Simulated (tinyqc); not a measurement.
Landau-Devonshire theory of a uniaxial ferroelectric. Changing the misfit strain u_m. Computed by tinyqc, a small Python program. Command: `OMP_NUM_THREADS=1 python tinyqc.py 3026878 3026879 out.jsonl ferro sweep`. One thread of a shared host (Intel(R) Xeon(R) Processor @ 2.30GHz), about 0.01 s of CPU time with the checks.

G(P) = (alpha/2) P^2 + (beta*/4) P^4 + (gamma/6) P^6 - E P per volume, SI units, one domain, P along the polar axis, which is normal to the film.

Inputs (values chosen for the exercise, for a model ferroelectric):
```
quantity                       value         unit
alpha_0                     1.62e+06  J m/(C^2 K)
Curie-Weiss temperature T0       440            K
beta                        3.46e+09    J m^5/C^4
gamma                       3.84e+10    J m^9/C^6
temperature T                    178            K
electrostriction Q12          -0.046      m^4/C^2
compliance s11 + s12         5.2e-12        m^2/N
```

Sample: epitaxial film.

Constants: eps_0 = 8.8541878128e-12 F/m.

Method:
- alpha = alpha_0 (T - T0*), with clamping: T0* = T0 + 4 Q12 u_m/(alpha_0 (s11 + s12)), beta* = beta + 4 Q12^2/(s11 + s12).
- Ps^2 = [-beta* + sqrt(beta*^2 - 4 alpha gamma)]/(2 gamma).
- chi = 1/(eps_0 G''), G'' = alpha + 3 beta* P^2 + 5 gamma P^4 at Ps. Ps, chi and the coercive field are for perfect screening, without a depolarising field. The intrinsic coercive field is |alpha P + beta* P^3 + gamma P^5| at the P_c where G'' = 0. 1 C/m^2 = 100 microcoulomb/cm^2.

One run for each value; columns: (1) misfit strain u_m; (2) T0* (K); (3) spontaneous polarisation Ps (microcoulomb/cm^2); (4) susceptibility chi; (5) intrinsic coercive field (MV/m):
```
(1)        (2)     (3)     (4)     (5)
-0.024  964.22  35.714   29.75  206.48
-0.020  876.85  34.321   33.92  175.21
-0.016  789.48  32.786   39.37  145.34
-0.012  702.11  31.071   46.79  117.02
-0.004  527.37  26.843   73.78   65.84
0.000   440.00  24.087  101.99   43.60
0.004   352.63  20.537  160.79   24.25
```

Give the missing row, misfit strain u_m = -0.008.

Computed row; columns: (1) misfit strain u_m; (2) T0* (K); (3) spontaneous polarisation Ps (microcoulomb/cm^2); (4) susceptibility chi; (5) intrinsic coercive field (MV/m):
```
(1)        (2)     (3)    (4)    (5)
-0.008  614.74  29.120  57.41  90.43
```

Interpolating between the two neighbouring rows (linearly) misses most in susceptibility chi, by 5.0 %. Over the rows, T0* (K) falls from 964 to 353; spontaneous polarisation Ps (microcoulomb/cm^2) falls from 35.7 to 20.5; susceptibility chi rises from 29.7 to 161. T0* moves linearly, by 218 K for each per cent of compression, since Q12 < 0. Under tension P would turn into the plane, which this one-component model cannot show.

Caution (rows -0.0240): the strain shifts T0 by more than 500 K here, which is beyond the range where constant coefficients hold. Caution (rows -0.0240, -0.0200, -0.0160, -0.0120, -0.00800, -0.00400, 0): far below T0* the expansion with linear alpha(T) is only a fit.
